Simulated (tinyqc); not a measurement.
Worked calculation: permeation of metal atoms or ions through a thin barrier or dielectric: time lag, field-aided drift and lifetime. Computed by tinyqc, a small Python program that keeps every step. Command: `OMP_NUM_THREADS=1 python tinyqc.py 3020255 3020256 out.jsonl barrier walk`. One thread of a shared host (Intel(R) Xeon(R) Processor @ 2.30GHz), about 0.02 s of CPU time with the checks. Intermediate numbers are printed to about 5 digits and carried at full precision; extremes and crossings named in words are read from the listed rows.

The film 0 < x < d is empty at first; C = C0 at x = 0 and C = 0 at x = d. dC/dt = D d2C/dx2 - v dC/dx with drift v = D z e V/(k_B T d) (uniform field, no space charge).

Inputs (values chosen for the exercise, for a model case: doubly charged vacancies through an oxide):

| quantity | value | unit |
|---|---|---|
| thickness d | 21 | nm |
| prefactor D0 | 0.2 | cm^2/s |
| activation energy E | 1.23 | eV |
| concentration at the source side C0 | 1.5e+15 | 1/cm^3 |
| charge number z | 2 | - |
| voltage V (positive drives ions across) | 0.25 | V |
| critical dose Q_c | 2e+07 | 1/cm^2 |
| test temperature T | 150 | C |
| use temperature T_u | 85 | C |
| time in units of d^2/D, s | 1.2 | - |

Constants: k_B = 8.617333262e-05 eV/K.

## Scales

D = D0 exp(-E/(k_B T)); time scale d^2/D; Peclet number P = z V/(k_B T), k_B T in eV; 1 nm = 1e-7 cm. Temperatures in kelvin are T(C) + 273.15.

diffusivity D = 4.4828e-16 cm^2/s

time scale d^2/D = 9837.6 s

Peclet number P = 13.712

## Steady flux and time lag

Steady flux J = (D C0/d) P/(1 - exp(-P)); time lag in units of d^2/D: s_L = [P (1 + exp(-P))/(1 - exp(-P)) - 2]/P^2 (P = 0: J = D C0/d, s_L = 1/6).

flux relative to D C0/d = 13.712

steady flux J = 4.3906e+06 1/(cm^2 s)

time lag s_L = 0.062292

time lag = 612.80 s

Drift rules: J tends to v C0 and the lag to the transit time d/v.

## Dose at time s

Dose through the film Q(s) = C0 d {f (s - s_L) - 2 exp(P/2) sum_(n=1..200) (-1)^n n^2 pi^2 exp(-l_n s)/l_n^2}, l_n = n^2 pi^2 + P^2/4, f = P/(1 - exp(-P)) the relative flux.

Q/(C0 d) = 15.600

dose Q = 4.9141e+10 1/cm^2

time = 11805 s

## Time to the critical dose

Solve Q = Q_c for s. At the use temperature D and P take T_u, with the same C0 and V; 1 year = 3.15576e7 s.

s at the critical dose = 0.036115

failure time at T = 355.29 s

failure time at T_u = 0.0046419 years

Failure comes before the time lag: the first arrivals suffice. Caution: grain boundaries, pinholes, trapping and space charge are left out; thin real barriers usually fail at defects.

## Approach to the steady line

Short-time form for P = 0: Q/(C0 d) = 4 sqrt(s) ierfc(1/(2 sqrt(s))), ierfc(y) = exp(-y^2)/sqrt(pi) - y erfc(y).

Q/(C0 d):

| s | series | steady line f (s - s_L) | series without field | short-time form, no field |
|---|---|---|---|---|
| 0.03 | 1.4497e-03 | -0.443 | 4.8419e-06 | 4.8419e-06 |
| 0.05 | 4.6001e-02 | -0.169 | 2.6934e-04 | 2.6934e-04 |
| 0.08 | 2.9431e-01 | 0.243 | 3.2066e-03 | 3.2066e-03 |
| 0.12 | 7.9729e-01 | 0.791 | 1.4887e-02 | 1.4887e-02 |
| 0.20 | 1.8883e+00 | 1.888 | 6.1464e-02 | 6.1463e-02 |
| 0.30 | 3.2595e+00 | 3.259 | 1.4382e-01 | 1.4379e-01 |
| 0.50 | 6.0019e+00 | 6.002 | 3.3479e-01 | 3.3326e-01 |
| 0.80 | 1.0116e+01 | 10.116 | 6.3341e-01 | 6.1838e-01 |
| 1.20 | 1.5600e+01 | 15.600 | 1.0333e+00 | 9.7002e-01 |

The dose lies above the steady line at all times and, among these rows, is within 1 % of it from s = 0.12 on (the lag is s_L = 0.062); for a known P the intercept of that line gives D and its slope D C0. The field changes the dose by a factor 299 in the first row and 15.1 in the last; at short times the factor tends to exp(P/2) = 950.

Checks made by the program: series against a 300-cell finite-difference solution (relative difference 2e-09).
